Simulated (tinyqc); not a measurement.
Inside a calculation: optical gain and spontaneous emission in a bulk direct-gap semiconductor. Values are carried at full precision from step to step, so a last printed digit may differ when a step is redone from the rounded ones.

F_j(eta) = (1/Gamma(j + 1)) integral_0^infinity x^j dx/(1 + exp(x - eta)), which tends to exp(eta) for eta << 0.

Quasi-Fermi levels: n = Nc F_1/2(Fc/kT) and p = Nv F_1/2(Fv/kT), Fc counted up from the conduction edge and Fv down from the valence edge; Nc, Nv from N = 2 (m kB T/(4 pi c))^(3/2) with c = hbar^2/2m0, in 1/angstrom^3; times 1e24 for 1/cm^3, with me and (mhh^(3/2) + mlh^(3/2))^(2/3).

Constants: hbar^2/2m0 = 3.80998211 eV angstrom^2; kB = 8.617333262e-05 eV/K; fine-structure constant alpha = 0.007297352564; hbar = 6.58211957e-16 eV s; hbar c = 1973.269805 eV angstrom.

Inputs chosen for the exercise (near those of GaN; not measured data):
```
symbol  value    unit    meaning
me      0.1939   m0      electron mass
mhh     1.456    m0      heavy-hole mass
mlh     0.2994   m0      light-hole mass
n       2.8e+19  1/cm^3  injected density, n = p
T       400      K
Eg      3.515    eV      direct gap
Ep      16.9     eV      Kane energy
nr      2.65             refractive index
E       3.551    eV      photon energy
```

## Quasi-Fermi levels

Solve for Fc and Fv.

kT = 0.034469 eV
Nc = 3.299e+18 1/cm^3
Nv = 7.421e+19 1/cm^3
Fc = 0.1673 eV
Fv = -0.0290 eV
Fc + Fv = 0.1383 eV

The separation of the quasi-Fermi levels exceeds the gap, so photons between Eg and Eg + (Fc + Fv) see gain. The quasi-Fermi level of the electrons lies inside the band, that of the holes in the gap.

## Absorption of the empty crystal

Parabolic bands, vertical transitions, no excitons. For each hole band j: mr = me mj/(me + mj); joint density of states J_j(E) = (mr/c)^(3/2) sqrt(E - Eg)/(2 pi^2), both spins, c = hbar^2/2m0; averaged matrix element |e.p|^2 = m0 Ep/6; alpha_j(E) = 4 pi^2 alpha_f c Ep J_j/(3 nr E) in 1/angstrom (alpha_f the fine-structure constant, listed as alpha among the constants), times 1e8 for 1/cm.

Evaluate at E for heavy and light holes.

mr, J and alpha of each hole band:
```
hole   mr (m0)  J (1/(eV angstrom^3))  alpha (1/cm)
heavy  0.17111              9.149e-05        6011.4
light  0.11768              5.218e-05        3428.7
```

The heavy-hole band gives 64 % of the total, 9440 1/cm.

## Occupations and gain at E

For band j the electron sits at Ee = (E - Eg) mr/me above its edge and the hole at Eh = (E - Eg) mr/mj; fe = 1/(1 + exp((Ee - Fc)/kT)), fh = 1/(1 + exp((Eh - Fv)/kT)); gain g = sum_j alpha_j (fe + fh - 1).

Use mr and alpha from the table.

Energies, occupations and gain of each hole band:
```
hole   Ee (eV)  Eh (eV)     fe     fh  g (1/cm)
heavy   0.0318   0.0042  0.981  0.276      1543
light   0.0218   0.0142  0.986  0.222       712
```

total gain = 2256 1/cm

E - Eg = 0.0360 eV is below Fc + Fv = 0.1383 eV, so both bands give gain (Bernard-Duraffourg).

## Spontaneous emission

Spontaneous rate: R = integral of (nr E/(hbar c))^2/(pi^2 hbar) sum_j alpha_j fe fh dE, with alpha in 1/cm and (nr E/(hbar c))^2 in 1/cm^2 (1e16 per 1/angstrom^2); B = R/(n p); lifetime n/R.

Integrate over photon energy.

R = 1.89e+28 1/(cm^3 s)
B = 2.42e-11 cm^3/s
radiative lifetime = 1.48 ns

## Checks

- B at n = 1e13 1/cm^3 against the van Roosbroeck-Shockley value from alpha and ni^2 (cm^3/s): both 4.05e-11.

Run: tinyqc, `OMP_NUM_THREADS=1 python tinyqc.py 1680359 1680360 out.jsonl`; Intel(R) Xeon(R) Processor @ 2.30GHz, one thread, shared host; about 0.1 s of CPU time with all checks.
